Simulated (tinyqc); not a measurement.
# p-type polysilicon, carrier trapping at grain boundaries: effects of single changes

One-dimensional grains of size Lg, uniform ionised doping N, monovalent traps Qt at each boundary at a depth Et below (for electrons) or above (for holes) the band edge there, abrupt depletion of width W on each side of a boundary, Boltzmann statistics. xi is the distance from the band edge at the grain centre to the Fermi level. Trapped charge Qt/(1 + exp((xi + VB - Et)/Vt)) = 2 N W, barrier VB = q N W^2/(2 eps0 eps_r).

Inputs (values chosen for the exercise); values of the order met in polycrystalline silicon:
- T = 400 K (temperature)
- eps_r = 11.7 (relative permittivity)
- NB = 4.08e19 cm^-3 (valence-band density of states at T)
- Lg = 200 nm (grain size)
- Qt = 1e12 cm^-2 (trap density of a grain boundary)
- Et = 0.36 eV (depth of the trap level from the majority band edge at the boundary)
- ms = 0.29 m0 (mass for thermionic emission)
- fe = 1 (correction factor of the emission rate)
- mug = 240 cm^2/(V s) (mobility inside the grains)
- N = 3.9e17 cm^-3 (doping)

Constants: q = 1.602176634e-19 C, kB = 1.380649e-23 J/K, m0 = 9.1093837015e-31 kg, Vt = kB T/q, eps0 = 8.8541878128e-14 F/cm where lengths are in cm. Results are converted to the units shown.

Each table varies one quantity; the others keep the values above.

## Effect of the doping

If the trap equation with xi = Vt ln(NB/N) has a root W < Lg/2, the grain is partly depleted; otherwise W = Lg/2 and the trap equation gives xi = Et - VB + Vt ln(Qt/(N Lg) - 1). N* = Qt/Lg. n0 = NB exp(-xi/Vt); mean density n0 (1 - 2 W/Lg) by charge balance in a partly depleted grain, and n0 (sqrt(pi)/2) erf(u)/u with u = sqrt(VB/Vt) in a fully depleted one; v = sqrt(kB T/(2 pi ms m0)); barrier resistivity Vt exp(VB/Vt)/(q fe n0 v Lg); grain resistivity (1 - 2 W/Lg)/(q n0 mug); effective mobility 1/(q mean density total resistivity). Rows with xi above 0.45 V, towards mid-gap, are left out, since the other carrier type is ignored.

Result of one run:

| N (cm^-3) | N/N* | depleted share 2 W/Lg | VB (V) | xi (V) | mean density (cm^-3) | resistivity (ohm cm) | effective mobility (cm^2/(V s)) |
|---|---|---|---|---|---|---|---|
| 1.1e16 | 0.22000 | 1.0000 | 0.085063 | 0.31856 | 2.1714e15 | 5.5650 | 516.51 |

What becomes of these results when the doping N is changed from 1.1e16 to 2.5e15 cm^-3, all else the same?

Result of the changed run:

| N (cm^-3) | N/N* | depleted share 2 W/Lg | VB (V) | xi (V) | mean density (cm^-3) | resistivity (ohm cm) | effective mobility (cm^2/(V s)) |
|---|---|---|---|---|---|---|---|
| 2.5e15 | 0.050000 | 1.0000 | 0.019332 | 0.44216 | 9.2116e13 | 29.823 | 2272.0 |

The whole series:

| N (cm^-3) | N/N* | depleted share 2 W/Lg | VB (V) | xi (V) | mean density (cm^-3) | resistivity (ohm cm) | effective mobility (cm^2/(V s)) |
|---|---|---|---|---|---|---|---|
| 2.5e15 | 0.050000 | 1.0000 | 0.019332 | 0.44216 | 9.2116e13 | 29.823 | 2272.0 |
| 5.3e15 | 0.10600 | 1.0000 | 0.040985 | 0.39251 | 3.2971e14 | 13.238 | 1430.0 |
| 1.1e16 | 0.22000 | 1.0000 | 0.085063 | 0.31856 | 2.1714e15 | 5.5650 | 516.51 |
| 2.3e16 | 0.46000 | 0.81953 | 0.11945 | 0.25786 | 4.1509e15 | 2.7981 | 537.38 |
| 4.9e16 | 0.98000 | 0.56467 | 0.12082 | 0.23179 | 2.1331e16 | 1.4979 | 195.35 |
| 1e17 | 2.0000 | 0.38145 | 0.11251 | 0.20720 | 6.1855e16 | 0.64871 | 155.55 |
| 2.2e17 | 4.4000 | 0.21570 | 0.079151 | 0.18003 | 1.7255e17 | 0.17695 | 204.43 |
| 4.5e17 | 9.0000 | 0.11012 | 0.042199 | 0.15536 | 4.0045e17 | 0.065525 | 237.87 |
| 9.5e17 | 19.000 | 0.052513 | 0.020259 | 0.12960 | 9.0011e17 | 0.029471 | 235.29 |
| 2e18 | 40.000 | 0.024980 | 0.0096510 | 0.10394 | 1.9500e18 | 0.013912 | 230.07 |

As N goes from 2.5e15 to 2e18, VB goes from 0.0193 through a maximum of 0.121 (at N = 4.9e16 among the rows listed) to 0.00965 V, the resistivity falls from 29.8 to 0.0139 ohm cm and the effective mobility moves up and down between 156 and 2270 cm^2/(V s). The steepest fall of the resistivity among the rows, as N^(-1.6), lies between N = 1e17 and 2.2e17 cm^-3; N* = 5.00e16 cm^-3. While the grain is fully depleted VB grows as N; once the traps are full it falls as 1/N. For N = 2.5e15, 9.5e17, 2e18 VB is below Vt, where abrupt depletion and thermionic emission are rough. For N = 1.1e16, 2.3e16 the grain is near the changeover between partial and full depletion, within a few Debye lengths, where both limits are rough. For N = 2.5e15, 5.3e15, 1.1e16, 2.3e16 the effective mobility exceeds mug, since drift through the depleted part of the grain is left out.

## Effect of the grain size

Same model as above.

N* = Qt/Lg.

Effect of the grain size:

| Lg (nm) | N/N* | depleted share 2 W/Lg | VB (V) | xi (V) | mean density (cm^-3) | resistivity (ohm cm) | effective mobility (cm^2/(V s)) |
|---|---|---|---|---|---|---|---|
| 10 | 0.3900 | 1.000 | 0.007540 | 0.3679 | 8.807e14 | 49.10 | 144.3 |
| 17 | 0.6630 | 1.000 | 0.02179 | 0.3149 | 3.624e15 | 9.386 | 183.5 |
| 31 | 1.209 | 0.8170 | 0.04836 | 0.1603 | 7.137e16 | 0.1377 | 635.1 |
| 53 | 2.067 | 0.4779 | 0.04836 | 0.1603 | 2.036e17 | 0.1082 | 283.2 |
| 94 | 3.666 | 0.2694 | 0.04836 | 0.1603 | 2.849e17 | 0.09010 | 243.1 |
| 160 | 6.240 | 0.1583 | 0.04836 | 0.1603 | 3.283e17 | 0.08044 | 236.4 |
| 290 | 11.31 | 0.08734 | 0.04836 | 0.1603 | 3.559e17 | 0.07427 | 236.1 |
| 500 | 19.50 | 0.05065 | 0.04836 | 0.1603 | 3.702e17 | 0.07109 | 237.1 |

What does the table show?

As Lg goes from 10 to 500, VB rises from 0.00754 to 0.0484 V, the resistivity falls from 49.1 to 0.0711 ohm cm and the effective mobility moves up and down between 144 and 635 cm^2/(V s). For Lg = 10, 17 VB is below Vt, where abrupt depletion and thermionic emission are rough. For Lg = 31 the grain is near the changeover between partial and full depletion, within a few Debye lengths, where both limits are rough. For Lg = 31, 53, 94 the effective mobility exceeds mug, since drift through the depleted part of the grain is left out.

Computed by the program tinyqc: `OMP_NUM_THREADS=1 python tinyqc.py 2830196 2830197 out.jsonl`, one thread of a shared Intel Xeon 2.30GHz, about 0.01 s for the whole run.
